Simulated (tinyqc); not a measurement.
Comparisons within one model: armchair graphene nanoribbon in tight binding. A value that a table varies takes the place of the one given here.

An armchair ribbon of N dimer lines, width (N - 1) sqrt3 acc/2, period 3 acc, one pz orbital a site. In line n, A_n binds to B_n with -t exp(ik/3), times (1 + d) in the two edge lines, and to B_(n-1) and B_(n+1) with -t exp(-ik/6); k runs from -pi to pi. For d = 0 the modes across the ribbon are sin(n p pi/(N + 1)), p = 1 to N, with E = -/+ t sqrt(1 + 4 c^2 + 4 c cos(k/2)), c = cos(p pi/(N + 1)).

Constants: hbar^2/2m0 = 3.80998211 eV angstrom^2.

Values chosen for the exercise (near those used for graphene; not measured data): t = 2.89 eV (hopping); acc = 1.42 angstrom (bond length); N0 = 7 (first width); d1 = 0.12 (edge correction); N = 4 (dimer lines); d = 0.12 (relative strengthening of the edge bonds); k = 0.36 (k times the period 3 acc).

## Three families of gaps

Nine widths from N0 on, gaps at k = 0 with d = 0 and d = d1.

Gaps:
```
N   family  width (angstrom)  gap, d = 0 (eV)  gap, d1 (eV)  gap x (N + 1) sqrt3 acc/2 (eV angstrom)
7     3p+1              7.38           1.3562        1.6435                                    16.17
8     3p+2              8.61           0.0000        0.2220                                     2.46
9       3p              9.84           1.0148        0.8420                                    10.35
10    3p+1             11.07           0.9778        1.1788                                    15.95
11    3p+2             12.30           0.0000        0.1656                                     2.44
12      3p             13.53           0.7868        0.6497                                    10.39
13    3p+1             14.76           0.7643        0.9185                                    15.81
14    3p+2             15.99           0.0000        0.1321                                     2.44
15      3p             17.22           0.6424        0.5289                                    10.41
```

How do the results move?

Without edge correction the 3p+2 ribbons have no gap and the other two families nearly share one curve. With it the mean of the last column is 15.98 for 3p+1, 10.38 for 3p and 2.45 eV angstrom for 3p+2: the stronger edge bonds raise the gap of 3p+1, lower that of 3p and open one in 3p+2. Within a family the gap falls about as 1/width. One-electron gaps of this kind leave out the self-energy and exciton terms, which are large in narrow ribbons.

## Mass and gap go together

Nine widths from N0 on. Lowest conduction band for d = d1: m/m0 = c q^2/(E(q) - E(0)) with q = h/(3 acc), h = 0.001, c = hbar^2/2m0. Dirac rule: m = Eg/(2 v^2), that is m/m0 = c Eg/(hbar v)^2 with hbar v = 3 t acc/2.

Masses:
```
N   gap (eV)  mass (m0)  Dirac rule (m0)
7     1.6435     0.2063           0.1652
8     0.2220     0.0216           0.0223
9     0.8420     0.0701           0.0847
10    1.1788     0.1382           0.1185
11    0.1656     0.0162           0.0167
12    0.6497     0.0563           0.0653
13    0.9185     0.1039           0.0924
14    0.1321     0.0130           0.0133
15    0.5289     0.0470           0.0532
```

What does this show, and why?

The ratio of mass to the Dirac rule runs from 0.83 (N = 9) to 1.25 (N = 7). Its mean is 0.86 for N = 3p, 1.18 for 3p+1 and 0.97 for 3p+2: the lowest modes of 3p and 3p+1 lie on opposite sides of the Dirac point, where the velocity along the ribbon differs. The largest gap (N = 7) and the heaviest mass (N = 7) belong to one ribbon.

## What each parameter does

Gap at k = 0, lowest positive level at k, and highest level at k = 0. Each row changes one parameter from the base and keeps the others.

Results:
```
case          gap (eV)  lowest level at k (eV)  top of the band (eV)
base            2.7020                  1.4163                7.6658
t = 3.035 eV    2.8376                  1.4874                8.0504
N = 5           0.3364                  0.5594                7.9566
d = 0.17        2.9033                  1.5144                7.7096
k = 0.288       2.7020                  1.3932                7.6658
```

How do the results move?

The largest shifts from the base row, up to three for each result and ties (the steps differ in size, so this ranks the rows, not the parameters). gap (eV): N -2.3656, d +0.2013, t +0.1356; unchanged at the printed digits by k. lowest level at k (eV): N -0.8569, d +0.0981, t +0.0711. top of the band (eV): t +0.3846, N +0.2908, d +0.0439; unchanged at the printed digits by k.

tinyqc: `OMP_NUM_THREADS=1 python tinyqc.py 1450265 1450266 out.jsonl`; about 0.03 s, one thread, shared Intel(R) Xeon(R) Processor @ 2.30GHz.
